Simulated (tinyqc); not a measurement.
Inside a calculation: density of states of one tight-binding band on the square lattice. Values are carried at full precision from step to step, so a last printed digit may differ when a step is redone from the rounded ones.

E(k) = -2 t (c1 + c2) - 4 t2 c1 c2 with ci = cos(2 pi ki); k in fractions of the reciprocal vectors, mesh k_i = j/N with j = 0 .. N-1. Densities are per cell and per spin, so the band holds one state.

Parameters, chosen for this exercise: t = 0.91 eV (nearest hopping); t2 = 0.18 eV (second hopping); N = 8 (mesh points along each axis); bins = 6 (bins of the histogram); E_lo = -4.413 eV (lower end of the histogram); E_hi = 3.017 eV (upper end); E = 0.07 eV (energy at which the density is wanted); sigma = 0.455 eV (Gaussian width).

## Energies on the mesh

Evaluate the band at all 64 points and collect equal values.

Distinct energies:

| E_k (eV) | points |
|---|---|
| -4.3600 | 1 |
| -3.6161 | 4 |
| -2.9339 | 4 |
| -1.8200 | 4 |
| -1.2869 | 8 |
| -0.0239 | 4 |
| 0.0000 | 4 |
| 0.3600 | 8 |
| 0.7200 | 2 |
| 1.0422 | 4 |
| 1.2869 | 8 |
| 1.8200 | 4 |
| 2.2139 | 4 |
| 2.5978 | 4 |
| 2.9200 | 1 |

The 64 points give 15 distinct energies between -4.3600 and 2.9200 eV; a dense mesh gives a band from -4.360 to 2.920 eV.

## Histogram

Count the points in equal bins from E_lo to E_hi; g = count/(all points x bin width).

Histogram:

| from (eV) | to (eV) | points | g (1/eV) |
|---|---|---|---|
| -4.4130 | -3.1747 | 5 | 0.0631 |
| -3.1747 | -1.9363 | 4 | 0.0505 |
| -1.9363 | -0.6980 | 12 | 0.1514 |
| -0.6980 | 0.5403 | 16 | 0.2019 |
| 0.5403 | 1.7787 | 14 | 0.1766 |
| 1.7787 | 3.0170 | 13 | 0.1640 |

Empty bins: 0 of 6; the fullest holds 16 points.

## Gaussian broadening at one energy

Gaussian broadening: g(E) = mean over the mesh of exp(-(E - E_k)^2/(2 sigma^2))/(sigma sqrt(2 pi)), n(E) = mean of erfc((E_k - E)/(sigma sqrt 2))/2.

Sum over the distinct energies with their counts.

n(E) = 0.4360
g(E) = 0.2171 1/eV

## One triangle of the mesh

For corner energies e1 <= e2 <= e3 and eij = ei - ej, the share of the triangle below E is n = (E - e1)^2/(e21 e31) for e1 < E < e2 and n = 1 - (e3 - E)^2/(e31 e32) for e2 < E < e3; its density of states is g = dn/dE.

corner energies, sorted (eV): -1.2869  0.3600  1.2869

Find its share below E and its density of states at E.

n = 0.4344
g = 0.6402 1/eV

E lies between corners 1 and 2.

## Sum over all linear triangles

Each square of the mesh is cut along (i, j)-(i+1, j+1) into two triangles. For corner energies e1 <= e2 <= e3 and eij = ei - ej, the share of the triangle below E is n = (E - e1)^2/(e21 e31) for e1 < E < e2 and n = 1 - (e3 - E)^2/(e31 e32) for e2 < E < e3; its density of states is g = dn/dE.

Average n and g over all pieces of the mesh. The reference uses the same method with N = 240.

n(E) = 0.4271
g(E) = 0.1835 1/eV
reference n(E) = 0.429
reference g(E) = 0.175 1/eV

On this mesh the linear method errs by +0.009 1/eV in g and -0.002 in n; the Gaussian sum erred by +0.042 and +0.007.

## Checks

- States below the top of the band by the linear method against one: both 1.000000.

tinyqc: `OMP_NUM_THREADS=1 python tinyqc.py 1681959 1681960 out.jsonl`; about 0.09 s, one thread, shared Intel(R) Xeon(R) Processor @ 2.30GHz.
